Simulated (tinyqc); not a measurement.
Inside a calculation. Method: empirical pseudopotential in a few plane waves. One step of it, computed by the program tinyqc.

Problem. Bloch Hamiltonian at G. Basis: the 15 shortest G (labels in 2 pi/a), the same at every k. H(G,G') = c |k + G|^2 delta + VS(|G-G'|^2) cos((G-G').tau) + i VA sin((G-G').tau), tau = a/8 (1,1,1); 1 Ry = 13.605693 eV.

Parameters chosen for this model: fcc lattice, atoms at +/- a/8 (1,1,1); form factors in rydberg at |G|^2 in units of (2 pi/a)^2:
```
parameter                 value      unit
a                      5.740000  angstrom
VS(3)                 -0.204000        Ry
VS(8)                 -0.008000        Ry
VS(11)                 0.066000        Ry
VA(3)                  0.095000        Ry
VA(4)                  0.052000        Ry
VA(11)                 0.032000        Ry
hbar^2/2m (2 pi/a)^2   4.565190        eV
```

k point G (2 pi / a): [0, 0, 0]

Give: H(k) at G.

Solution.

H(k) at G (eV):
```
               +0+0+0         -1-1-1         -1-1+1         -1+1-1
+0+0+0          0.000   1.963+0.914i  -1.963+0.914i  -1.963+0.914i
-1-1-1   1.963-0.914i         13.696   0.000-0.707i   0.000-0.707i
-1-1+1  -1.963-0.914i   0.000+0.707i         13.696         -0.109
-1+1-1  -1.963-0.914i   0.000+0.707i         -0.109         13.696
-1+1+1  -1.963+0.914i          0.109   0.000+0.707i   0.000+0.707i
+1-1-1  -1.963-0.914i   0.000+0.707i         -0.109         -0.109
+1-1+1  -1.963+0.914i          0.109   0.000+0.707i          0.000
+1+1-1  -1.963+0.914i          0.109          0.000   0.000+0.707i
+1+1+1   1.963+0.914i          0.000          0.109          0.109
-2+0+0   0.000-0.707i  -1.963+0.914i  -1.963-0.914i  -1.963-0.914i
+0-2+0   0.000-0.707i  -1.963+0.914i  -1.963-0.914i   0.635-0.308i
+0+0-2   0.000-0.707i  -1.963+0.914i   0.635-0.308i  -1.963-0.914i
+0+0+2   0.000+0.707i  -0.635-0.308i   1.963+0.914i  -0.635+0.308i
+0+2+0   0.000+0.707i  -0.635-0.308i  -0.635+0.308i   1.963+0.914i
+2+0+0   0.000+0.707i  -0.635-0.308i  -0.635+0.308i  -0.635+0.308i

               -1+1+1         +1-1-1         +1-1+1         +1+1-1
+0+0+0  -1.963-0.914i  -1.963+0.914i  -1.963-0.914i  -1.963-0.914i
-1-1-1          0.109   0.000-0.707i          0.109          0.109
-1-1+1   0.000-0.707i         -0.109   0.000-0.707i          0.000
-1+1-1   0.000-0.707i         -0.109          0.000   0.000-0.707i
-1+1+1         13.696          0.000         -0.109         -0.109
+1-1-1          0.000         13.696   0.000-0.707i   0.000-0.707i
+1-1+1         -0.109   0.000+0.707i         13.696         -0.109
+1+1-1         -0.109   0.000+0.707i         -0.109         13.696
+1+1+1   0.000+0.707i          0.109   0.000+0.707i   0.000+0.707i
-2+0+0   1.963-0.914i   0.635-0.308i  -0.635-0.308i  -0.635-0.308i
+0-2+0  -0.635-0.308i  -1.963-0.914i   1.963-0.914i  -0.635-0.308i
+0+0-2  -0.635-0.308i  -1.963-0.914i  -0.635-0.308i   1.963-0.914i
+0+0+2  -1.963+0.914i  -0.635+0.308i  -1.963+0.914i   0.635+0.308i
+0+2+0  -1.963+0.914i  -0.635+0.308i   0.635+0.308i  -1.963+0.914i
+2+0+0   0.635+0.308i   1.963+0.914i  -1.963+0.914i  -1.963+0.914i

               +1+1+1         -2+0+0         +0-2+0         +0+0-2
+0+0+0   1.963-0.914i   0.000+0.707i   0.000+0.707i   0.000+0.707i
-1-1-1          0.000  -1.963-0.914i  -1.963-0.914i  -1.963-0.914i
-1-1+1          0.109  -1.963+0.914i  -1.963+0.914i   0.635+0.308i
-1+1-1          0.109  -1.963+0.914i   0.635+0.308i  -1.963+0.914i
-1+1+1   0.000-0.707i   1.963+0.914i  -0.635+0.308i  -0.635+0.308i
+1-1-1          0.109   0.635+0.308i  -1.963+0.914i  -1.963+0.914i
+1-1+1   0.000-0.707i  -0.635+0.308i   1.963+0.914i  -0.635+0.308i
+1+1-1   0.000-0.707i  -0.635+0.308i  -0.635+0.308i   1.963+0.914i
+1+1+1         13.696  -0.635-0.308i  -0.635-0.308i  -0.635-0.308i
-2+0+0  -0.635+0.308i         18.261         -0.109         -0.109
+0-2+0  -0.635+0.308i         -0.109         18.261         -0.109
+0+0-2  -0.635+0.308i         -0.109         -0.109         18.261
+0+0+2  -1.963-0.914i          0.109          0.109          0.000
+0+2+0  -1.963-0.914i          0.109          0.000          0.109
+2+0+0  -1.963-0.914i          0.000          0.109          0.109

               +0+0+2         +0+2+0         +2+0+0
+0+0+0   0.000-0.707i   0.000-0.707i   0.000-0.707i
-1-1-1  -0.635+0.308i  -0.635+0.308i  -0.635+0.308i
-1-1+1   1.963-0.914i  -0.635-0.308i  -0.635-0.308i
-1+1-1  -0.635-0.308i   1.963-0.914i  -0.635-0.308i
-1+1+1  -1.963-0.914i  -1.963-0.914i   0.635-0.308i
+1-1-1  -0.635-0.308i  -0.635-0.308i   1.963-0.914i
+1-1+1  -1.963-0.914i   0.635-0.308i  -1.963-0.914i
+1+1-1   0.635-0.308i  -1.963-0.914i  -1.963-0.914i
+1+1+1  -1.963+0.914i  -1.963+0.914i  -1.963+0.914i
-2+0+0          0.109          0.109          0.000
+0-2+0          0.109          0.000          0.109
+0+0-2          0.000          0.109          0.109
+0+0+2         18.261         -0.109         -0.109
+0+2+0         -0.109         18.261         -0.109
+2+0+0         -0.109         -0.109         18.261
```
